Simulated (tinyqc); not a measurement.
Crystal pulling from the melt: segregation, interface stability, heat balance and point-defect regime: one step, computed by the program tinyqc.

A dilute solute; steady pulling with a flat interface unless it is found unstable.

Question. Concentration at the frozen fraction g. Axial profile: C_s = k_eff C0 (1 - g)^(k_eff - 1); bulk melt C_L = C_s/k_eff. Usable fraction: the g at which C_s has changed by 30 % from its first value (0.99 at most).

Inputs (values chosen for the exercise, modelled on antimony in silicon): initial melt concentration C0 = 3.6e+16 1/cm^3; frozen fraction g = 0.39.

Loss from the melt surface: none.

k_eff = 0.03136214

Give: C_s; C_L; usable fraction.

Answer.

C_s = 1.8224e+15 1/cm^3

C_L = 5.8109e+16 1/cm^3

usable fraction = 0.23728

C_s rises along the crystal.
